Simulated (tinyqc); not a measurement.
Inputs raised by 5 %, one at a time: donor in an ellipsoidal valley (Kohn-Luttinger variational method). Computed by tinyqc, a small Python program. Command: `OMP_NUM_THREADS=1 python tinyqc.py 3009597 3009598 out.jsonl kohnlutt sens`. One thread of a shared host (Intel(R) Xeon(R) Processor @ 2.30GHz), about 0.1 s of CPU time with the checks.

H = -(d^2/dx^2 + d^2/dy^2) - gamma d^2/dz^2 - 2/r in units built on m_t, with gamma = m_t/m_l and z along the valley axis. One valley; no valley-orbit or central-cell term.

Inputs (values chosen for the exercise, modelled on silicon): transverse mass m_t = 0.188 m_0; longitudinal mass m_l = 0.94 m_0; dielectric constant eps = 11.7.

Constants: Ry = 13.605693123 eV; a_0 = 0.529177210903 angstrom.

Method:
- Ry* = Ry m_t/eps^2, a* = a_0 eps/m_t, gamma = m_t/m_l.
- Trial function exp(-sqrt((x^2 + y^2)/a^2 + z^2/b^2)) with beta = b/a < 1: E = t/a^2 - u/a, t = (2 + gamma/beta^2)/3, u = 2 arcsin(sqrt(1 - beta^2))/sqrt(1 - beta^2); the best a is 2 t/u and E(beta) = -u^2/(4 t).
- Golden-section search on beta from 0.05 to 0.999, 60 steps.
- Gaussian basis: g = P exp(-al (x^2 + y^2) - be z^2) with P = 1 (s-like), z (2p0) or x (2p+-); al = 0.004 x 2.6^k, k = 0..11, and be/al = 1, gamma^(-1/2) or 1/gamma (36 functions); 1/r = (2/sqrt(pi)) int exp(-t^2 r^2) dt by 48 Gauss-Legendre points after t = sqrt(al_i + al_j) tan(theta); overlap eigenvalues below 1e-10 are dropped.

Runs; columns: (1) input moved; (2) from; (3) to; (4) 1s binding energy, trial function (meV); (5) 2p+- binding energy (meV); (6) radius a of the 1s trial function (angstrom); (7) radius b of the 1s trial function (angstrom):
```
(1)                            (2)     (3)     (4)     (5)     (6)     (7)
base run                         -       -  29.520  6.0262  24.497  13.888
transverse mass m_t (m_0)    0.188  0.1974  30.637  6.2899  23.508  13.556
longitudinal mass m_l (m_0)   0.94   0.987  29.862  6.0615  24.313  13.551
dielectric constant eps       11.7  12.285  26.775  5.4659  25.721  14.582
```

Exponents ln(y'/y) / ln(x'/x); columns: (1) input; (2) 1s binding energy, trial function; (3) 2p+- binding energy; (4) radius a of the 1s trial function; (5) radius b of the 1s trial function:
```
(1)                         (2)     (3)     (4)     (5)
transverse mass m_t       0.761   0.878  -0.845  -0.496
longitudinal mass m_l     0.236   0.120  -0.154  -0.502
dielectric constant eps  -2.000  -2.000   1.000   1.000
```

To which inputs is each result most sensitive?

Among the inputs moved here: 1s binding energy, trial function answers most in size to dielectric constant eps (exponent -2.000), next to transverse mass m_t (+0.761). Its exponent -2.000 in dielectric constant eps: energies scale as 1/eps^2 and lengths as eps. 2p+- binding energy answers most in size to dielectric constant eps (exponent -2.000), next to transverse mass m_t (+0.878). Its exponent -2.000 in dielectric constant eps: energies scale as 1/eps^2 and lengths as eps. Radius a of the 1s trial function answers most in size to dielectric constant eps (exponent +1.000), next to transverse mass m_t (-0.845). Its exponent +1.000 in dielectric constant eps: energies scale as 1/eps^2 and lengths as eps. Radius b of the 1s trial function answers most in size to dielectric constant eps (exponent +1.000), next to longitudinal mass m_l (-0.502). Its exponent +1.000 in dielectric constant eps: energies scale as 1/eps^2 and lengths as eps.
